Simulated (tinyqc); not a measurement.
Which single mass stands for the valley: donor in an ellipsoidal valley (Kohn-Luttinger variational method). Computed by tinyqc, a small Python program. Command: `OMP_NUM_THREADS=1 python tinyqc.py 3027567 3027568 out.jsonl kohnlutt walk`. One thread of a shared host (Intel(R) Xeon(R) Processor @ 2.30GHz), about 0.04 s of CPU time with the checks.

H = -(d^2/dx^2 + d^2/dy^2) - gamma d^2/dz^2 - 2/r in units built on m_t, with gamma = m_t/m_l and z along the valley axis. One valley; no valley-orbit or central-cell term.

Inputs (values chosen for the exercise, modelled on GaP): transverse mass m_t = 0.252 m_0; longitudinal mass m_l = 1.21 m_0; dielectric constant eps = 11.1.

Constants: Ry = 13.605693123 eV; a_0 = 0.529177210903 angstrom.

Method:
- Ry* = Ry m_t/eps^2, a* = a_0 eps/m_t, gamma = m_t/m_l.
- Trial function exp(-sqrt((x^2 + y^2)/a^2 + z^2/b^2)) with beta = b/a < 1: E = t/a^2 - u/a, t = (2 + gamma/beta^2)/3, u = 2 arcsin(sqrt(1 - beta^2))/sqrt(1 - beta^2); the best a is 2 t/u and E(beta) = -u^2/(4 t).
- Golden-section search on beta from 0.05 to 0.999, 60 steps.
- Gaussian basis: g = P exp(-al (x^2 + y^2) - be z^2) with P = 1 (s-like), z (2p0) or x (2p+-); al = 0.004 x 2.6^k, k = 0..11, and be/al = 1, gamma^(-1/2) or 1/gamma (36 functions); 1/r = (2/sqrt(pi)) int exp(-t^2 r^2) dt by 48 Gauss-Legendre points after t = sqrt(al_i + al_j) tan(theta); overlap eigenvalues below 1e-10 are dropped.
- A hydrogenic level is Ry m/eps^2 for one mass m; errors are against the Gaussian basis.

gamma = 0.208264

1s binding energy, Gaussian basis = 43.5986 meV

1s binding energy, trial function = 43.5403 meV

1s binding energy:
```
rule                                      mass (m_0)  binding (meV)  error (%)
transverse mass                               0.2520          27.83     -36.17
conductivity mass 3/(2/m_t + 1/m_l)           0.3424          37.80     -13.29
density-of-states mass (m_t^2 m_l)^(1/3)      0.4251          46.95       7.68
longitudinal mass                             1.2100         133.62     206.47
trial function with a and b                        -          43.54      -0.13
mass that fits 1s                             0.3948          43.60       0.00
```

What does the comparison show, and why?

The conductivity mass, which is what a spherical trial function (a = b) gives, falls short by 13.3 %, as a restricted variational bound must; the density-of-states mass is off by +7.7 %. The mass that fits lies between the two.

Extremes, crossings and ranges named in words are read from the listed rows.
